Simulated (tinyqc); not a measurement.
Chemical vapour deposition: Grove model, boundary layer, depletion and step coverage: one step, computed by the program tinyqc. Command: `OMP_NUM_THREADS=1 python tinyqc.py 3016876 3016877 out.jsonl cvd walk`. One thread of a shared host (Intel(R) Xeon(R) Processor @ 2.30GHz), about 0.01 s of CPU time with the checks.

A precursor diffuses to the surface and reacts there at first order; each molecule that reacts adds one formula unit of film.

Problem. Boundary layer. nu = nu0 (T/273.15)^1.75 (760/p); Re = U L/nu; mean boundary layer delta = (2/3) L/sqrt(Re), at most b/2; h_g = D/delta. Temperatures in kelvin are T(C) + 273.15.

Inputs (values chosen for the exercise, close to those used for tungsten from its fluoride):
```
quantity                                          value    unit
temperature T                                       500       C
total pressure p                                     29    torr
gas diffusivity D0 at 273.15 K and 760 torr        0.56  cm^2/s
gas velocity U                                       66    cm/s
kinematic viscosity nu0 at 273.15 K and 760 torr   0.41  cm^2/s
susceptor length L                                   20      cm
channel height b                                      7      cm
```

Reactor: horizontal, reduced pressure.

Give: Reynolds number Re; boundary layer delta; mass-transfer coefficient h_g.

Solution.

Reynolds number Re = 19.889

boundary layer delta = 2.9897 cm

mass-transfer coefficient h_g = 30.320 cm/s
